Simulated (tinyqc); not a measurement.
Optical transitions of a finite quantum well: one step. Absorption of one well. Three cases, with inputs chosen for the exercise.

Problem. For light polarised along z (a real waveguide or Brewster geometry adds an angle factor), with all electrons in e1 and none in e2, the peak fractional absorption is 4 pi alpha Ns c f_12/(n_r m1 G) and the area under the Lorentzian line is pi G times that, c = hbar^2/2m0; 1e12/cm^2 = 1e-4/angstrom^2. EF - E1 = 2 pi c Ns/m1 at zero temperature.

Constants: hbar^2/2m0 = 3.80998211 eV angstrom^2; fine-structure constant alpha = 0.007297352564.

Give: peak absorption; area; EF - E1.

Case 1.

Values chosen (out of a larger set: near those of a GaAs well in AlGaAs; not measured data):
- Ns = 0.72 x 1e12/cm^2 (electrons in e1)
- n_r = 3.46 (refractive index)
- G = 5 meV (half width of the line)

Transitions:
```
pair  E (meV)  wavelength (micrometre)  |z| (angstrom)         f
1-2    46.953                  26.4062         33.9039  0.969393
1-3   122.396                  10.1298          0.0000  0.000000
```

m1 = 0.068432 m0

Solution.

peak absorption = 2.060 %
area = 32.36 % meV
EF - E1 = 25.2 meV

Case 2.

Values chosen (out of a larger set: near those of a GaAs well in AlGaAs; not measured data):
- Ns = 0.62 x 1e12/cm^2 (electrons in e1)
- n_r = 3.41 (refractive index)
- G = 8 meV (half width of the line)

Transitions:
```
pair  E (meV)  wavelength (micrometre)  |z| (angstrom)         f
1-2    50.605                  24.5006         33.5717  0.979128
1-3   121.741                  10.1842          0.0000  0.000000
```

m1 = 0.065407 m0

Solution.

peak absorption = 1.189 %
area = 29.87 % meV
EF - E1 = 22.7 meV

Case 3.

Values chosen (out of a larger set: near those of an InGaAs well in InP; not measured data):
- Ns = 0.56 x 1e12/cm^2 (electrons in e1)
- n_r = 3.43 (refractive index)
- G = 8 meV (half width of the line)

Transitions:
```
pair  E (meV)  wavelength (micrometre)  |z| (angstrom)         f
1-2   135.416                   9.1558         25.0699  0.969261
```

m1 = 0.043390 m0

Solution.

peak absorption = 1.593 %
area = 40.03 % meV
EF - E1 = 30.9 meV

EF lies below e2, as assumed.

Computed by tinyqc, one run a case: `OMP_NUM_THREADS=1 python tinyqc.py N N+1 out.jsonl` with N = 1281243, 1281277, 1281484; one thread of a shared Intel(R) Xeon(R) Processor @ 2.30GHz, about 0.07 s a run at most.
